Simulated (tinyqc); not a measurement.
# Modulation-doped quantum well, Poisson-Schroedinger loop, step by step

tinyqc, about 0.1 s, one thread, Intel Xeon 2.30GHz (shared host): `OMP_NUM_THREADS=1 python tinyqc.py 2140071 2140072 out.jsonl` Printed values are rounded.

A well of width L centred at z = 0 between barriers Vb; effective-mass electrons, parabolic bands. The electrons come from donor sheets outside the mesh, a share fL of Ns on the left and the rest on the right, so the structure is neutral. Energies are counted from the band edge of the well, with U = 0 on the first node in the Hartree part.

Values chosen for this exercise; material values those of a made-up well: temperature T = 150 K; in-plane mass md = 0.0394 m0; barrier height Vb = 0.293 eV; relative permittivity (all layers) eps_r = 15.6; well width L = 6.2 nm; mesh step hz = 0.62 nm; sheet density of electrons Ns = 1.7e12 cm^-2; share of the donors on the left side fL = 0.7; applied field along z Fz = 0 kV/cm; mixing factor a = 0.5.

Constants: q = 1.602176634e-19 C, kB = 1.380649e-23 J/K, hbar = 1.054571817e-34 J s, m0 = 9.1093837015e-31 kg, Vt = kB T/q, eps0 = 8.8541878128e-14 F/cm where lengths are in cm, hbar^2/(2 m0) = 0.0380998212 eV nm^2. Results are converted to the units shown.

Range of the model: The highest level kept or the Fermi level comes near the barrier edge at an end of the mesh, so the hard walls there affect the result. The Fermi level lies more than 0.15 eV above the band edge, where non-parabolicity matters for so light a mass.

## Fixed part of the potential

z, node 1 to 16 (nm): [-4.65, -4.03, -3.41, -2.79, -2.17, -1.55, -0.93, -0.31, 0.31, 0.93, 1.55, 2.17, 2.79, 3.41, 4.03, 4.65]

V0 = 0 in the well and Vb outside, plus q Fz z (1 kV/cm = 1e-4 eV/nm).

fixed potential V0, node 1 to 16 (eV): [0.293000, 0.293000, 0.293000, 0.000000, 0.000000, 0.000000, 0.000000, 0.000000, 0.000000, 0.000000, 0.000000, 0.000000, 0.000000, 0.293000, 0.293000, 0.293000]

## Round 1: levels and probability densities

self-consistent potential U at the start, node 1 to 16 (eV): [0, 0, 0, 0, 0, 0, 0, 0, 0, 0, 0, 0, 0, 0, 0, 0]
mass on the intervals 1/2, 3/2, ... (mean of both at an interface) (m0): [0.0888, 0.0888, 0.0888, 0.0639, 0.039, 0.039, 0.039, 0.039, 0.039, 0.039, 0.039, 0.039, 0.039, 0.0639, 0.0888, 0.0888, 0.0888]

Tridiagonal Hamiltonian with psi = 0 one step beyond both ends: H_ii = C (1/m_(i-1/2) + 1/m_(i+1/2))/hz^2 + V0_i + U_i, H_(i,i+1) = -C/(m_(i+1/2) hz^2), C = hbar^2/(2 m0). The lowest 2 level(s) are kept, normalised to hz sum |psi|^2 = 1.

levels (eV): E1 0.076914, E2 0.340627

```
node  |psi|^2 of E1 (1/nm)  |psi|^2 of E2 (1/nm)
1                 0.003132              0.017687
2                 0.015071              0.067762
3                 0.045508              0.141769
4                 0.094997              0.201229
5                 0.127307              0.187008
6                 0.155700              0.128408
7                 0.176765              0.055795
8                 0.187970              0.006793
9                 0.187970              0.006793
10                0.176765              0.055795
11                0.155700              0.128408
12                0.127307              0.187008
13                0.094997              0.201229
14                0.045508              0.141769
15                0.015071              0.067762
16                0.003132              0.017687
```

## Round 1: Fermi level and occupations

Level k holds N_k = D_k Vt ln(1 + exp((EF - E_k)/Vt)) with D = md m0 q/(pi hbar^2) per eV (spin included); EF is fixed by sum N_k = Ns.

EF = 0.180199 eV
N_k (cm^-2): E1 1.70000e12, E2 8.66352e5

## Round 1: density, output potential and mixing

n_i = sum_k N_k |psi_k|^2 (converted to cm^-3). Hartree part by Gauss: on the interval after node i the enclosed sheet charge is S_i = fL Ns - hz sum_(j<=i) n_j, and U_(i+1) = U_i + q S_i hz/(eps0 eps_r) in eV, U_1 = 0. Mixing: U(new) = U + a (U(out) - U).

```
node  n (1e18 cm^-3)  U(out) (eV)  U after round 1 (eV)
1            0.05324    0.0000000             0.0000000
2            0.25620    0.0085343             0.0042672
3            0.77364    0.0169544             0.0084772
4            1.61495    0.0250296             0.0125148
5            2.16423    0.0323846             0.0161923
6            2.64691    0.0387747             0.0193873
7            3.00500    0.0439845             0.0219923
8            3.19550    0.0478545             0.0239273
9            3.19550    0.0502997             0.0251498
10           3.00500    0.0513200             0.0256600
11           2.64691    0.0510005             0.0255002
12           2.16423    0.0495008             0.0247504
13           1.61495    0.0470360             0.0235180
14           0.77364    0.0438512             0.0219256
15           0.25620    0.0403214             0.0201607
16           0.05324    0.0366774             0.0183387
```

## Course of the self-consistent loop

Start from U = 0. Stop when the largest |U(out) - U| is below 1e-7 eV, or after 60 rounds. From round 2 on: Anderson mixing of depth m keeps the last m inputs V and residuals F = V(out) - V(in), fits c by least squares to F = dF c over their successive differences dF, dV, and sets V(new) = V + a F - (dV + a dF) c. Here m = 4.

Course of the iteration:
```
round  level E1 (eV)   EF (eV)  largest |U(out) - U| (eV)
1          0.0769138  0.180199                     0.0513
2          0.0985995  0.201884                     0.0249
3           0.118958  0.222242                    4.08e-4
4           0.119085  0.222370                    4.07e-5
5           0.119118  0.222403                    1.65e-5
6           0.119108  0.222393                    2.63e-8
```

Converged in 6 rounds.

## Converged levels, occupations and centroid

converged U, node 1 to 16 (eV): [0.0000000, 0.0085288, 0.0169218, 0.0249224, 0.0321325, 0.0383097, 0.0432571, 0.0468445, 0.0490189, 0.0498071, 0.0493103, 0.0476921, 0.0451618, 0.0419516, 0.0384152, 0.0347702]

Solve for the levels with V0 + U, find EF, n_i = sum_k N_k |psi_k|^2 (in cm^-3); share of each level N_k/Ns; centroid sum n z/sum n.

levels (eV): E1 0.119108, E2 0.376725
EF = 0.222393 eV
shares (%): E1 99.9999, E2 0.0001
n, node 1 to 16 (in units of 1e18 cm^-3): [0.06556, 0.30469, 0.88009, 1.77266, 2.31679, 2.75791, 3.05024, 3.16899, 3.10894, 2.88200, 2.51470, 2.04594, 1.52461, 0.73168, 0.24364, 0.05094]
centroid = -0.0967186 nm

With 400 intervals across the well and the same walls, E2 - E1 = 259.2 meV and EF - E1 = 103.3 meV; this mesh gives 257.6 and 103.3 meV.
